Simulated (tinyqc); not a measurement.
Capture against depth of the level: configuration-coordinate model of carrier capture at a defect.

Two parabolas of equal curvature k in one coordinate Q: with the carrier free at the band edge, U_f = k Q^2/2; with the carrier trapped, U_t = k (Q - dQ)^2/2 - ET. ER = k dQ^2/2, Huang-Rhys factor S = ER/hw, hw = 0.0646541 sqrt(k/M) eV for k in eV/angstrom^2 and M in u. The curves cross at a height Eb = (ER - ET)^2/(4 ER) above the free minimum.

Multiphonon factor for giving p = ET/hw phonons to the lattice: W = exp(-S (2 nb + 1)) ((nb + 1)/nb)^(p/2) I_p(x), nb = 1/(exp(hw/kT) - 1), x = 2 S sqrt(nb (nb + 1)), I_p the modified Bessel function. Classical limit: W = hw exp(-Eb/kT)/sqrt(4 pi ER kT). At T = 0: exp(-S) S^p/Gamma(p + 1).

Constants: kB = 8.617333262e-05 eV/K.

Inputs chosen for the exercise (out of a larger set: of the size met at a deep level in Si; not measured data): ER = 0.09 eV (relaxation energy); hw = 0.035 eV (phonon energy of the mode); T = 150 K (temperature).

ET is varied at fixed ER, hw and T, as by moving the band edge with alloying or pressure.

Against ET:
```
ET/ER,ET (eV),Eb (eV),log10 W,"log10 W, classical"
0.10,0.009,0.0182,-0.958,-1.151
0.25,0.022,0.0127,-0.820,-0.964
0.50,0.045,0.0056,-0.681,-0.727
0.75,0.068,0.0014,-0.627,-0.586
1.00,0.090,0.0000,-0.640,-0.538
1.25,0.113,0.0014,-0.708,-0.586
1.50,0.135,0.0056,-0.822,-0.727
2.00,0.180,0.0225,-1.163,-1.294
3.00,0.270,0.0900,-2.198,-3.562
```

What does the comparison show?

Capture is fastest at ET/ER = 0.75 among these rows, where the barrier vanishes or nearly so. The classical form is symmetric about ET = ER; the quantum one gives -0.68 at 0.5 and -0.82 at 1.5, against -0.73 for both. At ET = 3 ER it lies 1.4 decades above the classical value: deep levels capture by emitting many phonons, and the rate falls with depth by 11.5 decades per eV between the last two rows. Rows deeper than the gap of the host are formal.

tinyqc: `OMP_NUM_THREADS=1 python tinyqc.py 1481503 1481504 out.jsonl`; about 0.01 s, one thread, shared Intel(R) Xeon(R) Processor @ 2.30GHz.
